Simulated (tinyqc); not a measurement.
Time-domain thermoreflectance: layered heat flow under a modulated pulse train, and what the signal ratio measures: one step, computed by the program tinyqc.

Pulses repeat at 80 MHz; heat is laid down at the surface, all layers are isotropic, and the film is in perfect contact with the substrate.

Task: Length and time scales. Penetration depth sqrt(kappa/(pi f C)); effusivity sqrt(kappa C); cooling time of the metal d C_m/G; Kapitza length kappa/G.

Inputs (values chosen for the exercise, modelled on aluminium on germanium):
```
quantity,value,unit
metal thickness d,61,nm
metal heat capacity,2.42,MJ/(m^3 K)
boundary conductance G under the metal,250,MW/(m^2 K)
substrate conductivity kappa,61,W/(m K)
substrate heat capacity C,1.68,MJ/(m^3 K)
modulation frequency f,10,MHz
"spot radius w (1/e^2, pump and probe)",6.9,micrometre
```

Stack: metal, film, substrate.

Give: penetration depth; effusivity; cooling time of the metal; Kapitza length; depth over spot radius.

Result:

penetration depth = 1.0751 micrometre

effusivity = 10123 W s^(1/2)/(m^2 K)

cooling time of the metal = 590.48 ps

Kapitza length = 244 nm

depth over spot radius = 0.15581
